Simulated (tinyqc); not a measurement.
Plane-wave Kohn-Sham cycle with exchange-only LDA in a layered model solid, step by step. Computed by tinyqc, a small Python program that keeps every step. Settings: points = 16, plane-wave index or count = 3, electrons = 2, k points = 4, area = 28.0, mixing = 0.8, iteration cap = 58. Command: `OMP_NUM_THREADS=1 python tinyqc.py 31915 31916 out.jsonl` (the two numbers bound the seeds that draw the settings). One thread of a shared host (Intel(R) Xeon(R) Processor @ 2.60GHz), about 0.01 s of CPU time with the checks. Later iterations appear only in the table of the cycle.

## Iteration 1: potential

A solid whose potential varies along x alone (atomic units):
```
parameter,value
period a,4.000000
cross-section of the cell,28.000000
electrons per cell,2
grid points,16
"plane waves -n..n, n",3
k points,4
V1 in V1 cos(2 pi x/a),-0.170000
V2 in V2 cos(4 pi x/a),0.170000
```

density at the start, on the grid x_j = j a/N (e/bohr^3): 0.0178571  0.0178571  0.0178571  0.0178571  0.0178571  0.0178571  0.0178571  0.0178571  0.0178571  0.0178571  0.0178571  0.0178571  0.0178571  0.0178571  0.0178571  0.0178571

V_H(G) = 4 pi rho(G)/G^2 for G != 0 (uniform background); v_x = -(3 rho/pi)^(1/3); V = V_ext + V_H + v_x; Fourier components f(G_m) = (1/N) sum_j f(x_j) exp(-i G_m x_j).

Potentials on the grid (hartree):
```
x,V_ext,V_H,v_x,V
0.00000,0.00000,0.00000,-0.25739,-0.25739
0.25000,-0.03685,0.00000,-0.25739,-0.29424
0.50000,-0.12021,0.00000,-0.25739,-0.37760
0.75000,-0.18526,0.00000,-0.25739,-0.44266
1.00000,-0.17000,0.00000,-0.25739,-0.42739
1.25000,-0.05515,0.00000,-0.25739,-0.31254
1.50000,0.12021,0.00000,-0.25739,-0.13718
1.75000,0.27727,0.00000,-0.25739,0.01988
2.00000,0.34000,0.00000,-0.25739,0.08261
2.25000,0.27727,0.00000,-0.25739,0.01988
2.50000,0.12021,0.00000,-0.25739,-0.13718
2.75000,-0.05515,0.00000,-0.25739,-0.31254
3.00000,-0.17000,0.00000,-0.25739,-0.42739
3.25000,-0.18526,0.00000,-0.25739,-0.44266
3.50000,-0.12021,0.00000,-0.25739,-0.37760
3.75000,-0.03685,0.00000,-0.25739,-0.29424
```

V(G_m), m = 0, 1, 2, ... (hartree): -0.25739  -0.08500  0.08500  0.00000  0.00000  0.00000  0.00000

## Iteration 1: Hamiltonian at one k

k = 0.12500 2 pi / a

H(m,m') = (k + G_m)^2/2 delta + V(G_m - G_m'), with V(-G) = V(G).

H (hartree), lower triangle:
```
,-3,-2,-1,+0,+1,+2,+3
-3,9.93991
-2,-0.08500,4.07984
-1,0.08500,-0.08500,0.68716
+0,0.00000,0.08500,-0.08500,-0.23812
+1,0.00000,0.00000,0.08500,-0.08500,1.30401
+2,0.00000,0.00000,0.00000,0.08500,-0.08500,5.31354
+3,0.00000,0.00000,0.00000,0.00000,0.08500,-0.08500,11.79047
```

## Iteration 1: levels at that k

Diagonalise the Hermitian matrix.

eigenvalues (hartree): -0.25224  0.67820  1.31865  4.08243  5.31554  9.94195  11.79229

## Iteration 1: new density

Motion across x is left out: the lowest 1 band(s) hold two electrons at each of the k points (j + 1/2)/nk - 1/2. Residual R = rho(out) - rho(in); rho(new) = rho(in) + 0.8 R. rho(out) = 2/(a A nk) sum |psi|^2 with psi = sum c exp(i G x). Harris energy E = band energy - dV sum rho (V_H/2 + v_x) + (3/4) dV sum rho v_x with rho(in), dV = a A/N, band energy = (2/nk) sum of the filled levels.

rho(out) (e/bohr^3): 0.0235493  0.0234075  0.0227830  0.0212902  0.0188119  0.0157671  0.0129211  0.0109638  0.0102760  0.0109638  0.0129211  0.0157671  0.0188119  0.0212902  0.0227830  0.0234075

density after iteration 1 (e/bohr^3): 0.0224109  0.0222974  0.0217978  0.0206036  0.0186209  0.0161851  0.0139083  0.0123425  0.0117922  0.0123425  0.0139083  0.0161851  0.0186209  0.0206036  0.0217978  0.0222974

energy per cell = -0.2333086 hartree

## Iteration 2: potential

As before.

Potentials on the grid (hartree):
```
x,V_ext,V_H,v_x,V
0.00000,0.00000,0.02668,-0.27764,-0.25095
0.25000,-0.03685,0.02490,-0.27717,-0.28912
0.50000,-0.12021,0.01966,-0.27508,-0.37563
0.75000,-0.18526,0.01137,-0.26996,-0.44386
1.00000,-0.17000,0.00097,-0.26101,-0.43004
1.25000,-0.05515,-0.01000,-0.24909,-0.31424
1.50000,0.12021,-0.01966,-0.23682,-0.13627
1.75000,0.27727,-0.02627,-0.22757,0.02342
2.00000,0.34000,-0.02862,-0.22414,0.08724
2.25000,0.27727,-0.02627,-0.22757,0.02342
2.50000,0.12021,-0.01966,-0.23682,-0.13627
2.75000,-0.05515,-0.01000,-0.24909,-0.31424
3.00000,-0.17000,0.00097,-0.26101,-0.43004
3.25000,-0.18526,0.01137,-0.26996,-0.44386
3.50000,-0.12021,0.01966,-0.27508,-0.37563
3.75000,-0.03685,0.02490,-0.27717,-0.28912
```

V(G_m), m = 0, 1, 2, ... (hartree): -0.25595  -0.08459  0.08705  0.00004  0.00000  0.00000  0.00000

## Iteration 2: Hamiltonian at one k

k = 0.12500 2 pi / a

As before.

H (hartree), lower triangle:
```
,-3,-2,-1,+0,+1,+2,+3
-3,9.94136
-2,-0.08459,4.08128
-1,0.08705,-0.08459,0.68860
+0,0.00004,0.08705,-0.08459,-0.23667
+1,0.00000,0.00004,0.08705,-0.08459,1.30545
+2,0.00000,0.00000,0.00004,0.08705,-0.08459,5.31498
+3,0.00000,0.00000,0.00000,0.00004,0.08705,-0.08459,11.79191
```

## Iteration 2: levels at that k

As before.

eigenvalues (hartree): -0.25081  0.67898  1.32059  4.08394  5.31703  9.94342  11.79375

## Iteration 2: new density

As before.

rho(out) (e/bohr^3): 0.0234640  0.0233381  0.0227527  0.0213020  0.0188489  0.0158071  0.0129504  0.0109815  0.0102890  0.0109815  0.0129504  0.0158071  0.0188489  0.0213020  0.0227527  0.0233381

density after iteration 2 (e/bohr^3): 0.0232534  0.0231299  0.0225618  0.0211623  0.0188033  0.0158827  0.0131420  0.0112537  0.0105896  0.0112537  0.0131420  0.0158827  0.0188033  0.0211623  0.0225618  0.0231299

energy per cell = -0.2331980 hartree

## Convergence

Stop when sqrt(dV sum R^2) is below 1e-8, dV = a A/N.

Course of the cycle:
```
iteration,E (hartree),norm of the residual
1,-0.2333086,5.14e-02
2,-0.2331980,9.99e-03
3,-0.2332145,2.01e-03
4,-0.2332155,4.11e-04
5,-0.2332156,8.45e-05
6,-0.2332156,1.74e-05
7,-0.2332156,3.61e-06
8,-0.2332156,7.52e-07
9,-0.2332156,1.57e-07
10,-0.2332156,3.30e-08
11,-0.2332156,6.98e-09
```

Converged in 11 iterations. Before convergence this energy mixes input and output and is not variational, so it may rise towards its limit.
